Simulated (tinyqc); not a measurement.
# Scale length and length offset from two DIBL values

Problem. DIBL = exp(-Le/(2 l)) + 2 exp(-Le/l) with Le = L - dL. Find l, dL and the drawn length for a DIBL of 100 mV/V.

DIBL at drawn lengths 68 and 120 nm (mV/V): [101.63429, 11.998455]

Solution. With e = exp(-Le/(2 l)), 2 e^2 + e = DIBL gives e and so Le/l at each length; Le/l is a straight line in L with slope 1/l.

l = 13.00 nm
dL = 4.400 nm
length for 100 mV/V = 68.37 nm

Program tinyqc, `OMP_NUM_THREADS=1 python tinyqc.py 2002020 2002021 out.jsonl`; Intel Xeon 2.30GHz, shared host, one thread, about 0.01 s.
